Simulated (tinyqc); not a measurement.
Heavy doping: gap narrowing, degeneracy and the minority density, step by step. Values are carried at full precision from step to step, so a last printed digit may differ when a step is redone from the rounded ones.

Empirical narrowing (Slotboom form, constants chosen for the exercise; published fits of this form give the apparent narrowing, here it is taken as the true one): dEg = E0 [ln(N/N0) + sqrt(ln(N/N0)^2 + C)].

Constants: kB = 8.617333262e-05 eV/K; e^2/(4 pi eps0) = 14.39964547 eV angstrom.

Parameters, chosen for this exercise (gap and densities of states near those of Ge at this temperature; narrowing constants of the size fitted for Si, not for this material; not measured data):
```
symbol  value     unit    meaning
N       4.3e+17   1/cm^3  ionised acceptors, equal to the majority density
E0      8.59      meV     narrowing scale
N0      1e+17     1/cm^3  onset density
C       0.5               smoothing constant
Nv      4.83e+18  1/cm^3  valence-band density of states
Eg      0.661     eV      gap
Nc      1.01e+19  1/cm^3  conduction-band density of states
T       300       K
eps     15.4              dielectric constant
Mv      1                 majority valleys
```

## Gap narrowing

Evaluate at N.

ln(N/N0) = 1.4586
dEg (empirical fit) = 26.45 meV

Well above N0 each decade of doping adds 2 E0 ln 10 = 39.6 meV.

## Degeneracy of the majority band

F_j(eta) = (1/Gamma(j + 1)) integral_0^infinity x^j dx/(1 + exp(x - eta)), which tends to exp(eta) for eta << 0.

Majority: N = Nv F_1/2(eta), eta the distance of EF beyond the majority band edge in kT. Degeneracy factor gam = F_1/2(eta)/exp(eta). ni0^2 = Nc Nv exp(-Eg/kT); product n p = ni0^2 gam exp(dEg/kT), dEg the true narrowing; apparent narrowing dEa = dEg + kT ln gam; minority density = n p/N.

Solve for eta and form gam.

N/Nv = 0.08903
eta = -2.3874
gam = 0.9691

## Product and minority density

Combine both effects.

ni0 = 1.96e+13 1/cm^3
exp(dEg/kT) = 2.78
dEa = 25.6 meV
sqrt(n p) = 3.22e+13 1/cm^3
minority density = 2.41e+09 1/cm^3

Narrowing multiplies the product by 2.78 and degeneracy by 0.969; together they change the minority density by a factor 2.7 against ni0^2/N.

## Two estimates of the size

Two physical estimates, e2 = e^2/(4 pi eps0), N in 1/angstrom^3: exchange shift at the Fermi level, Ex = (e2/eps) kF/pi with kF = (3 pi^2 N/Mv)^(1/3); screened-pair energy (Lanyon-Tuft), Es = (3/4)(e2/eps) qs with qs^2 = (4 pi e2 N/(eps kT)) F_-1/2(eta)/F_1/2(eta).

Evaluate both at N.

kF = 0.02335 1/angstrom
Ex = 6.95 meV
Es = 9.65 meV

Against the fitted dEg = 26.5 meV, Ex is 0.26 and Es 0.36 times as large; each keeps one mechanism only, and Ex assumes a strongly degenerate gas, while here eta is only -2.39.

## Checks

- Minority density against the Boltzmann occupation of the other band at the narrowed gap (1/cm^3): both 2.406e+09.

Program tinyqc; command `OMP_NUM_THREADS=1 python tinyqc.py 1652695 1652696 out.jsonl`; about 0.01 s on one thread of a shared Intel(R) Xeon(R) Processor @ 2.30GHz.
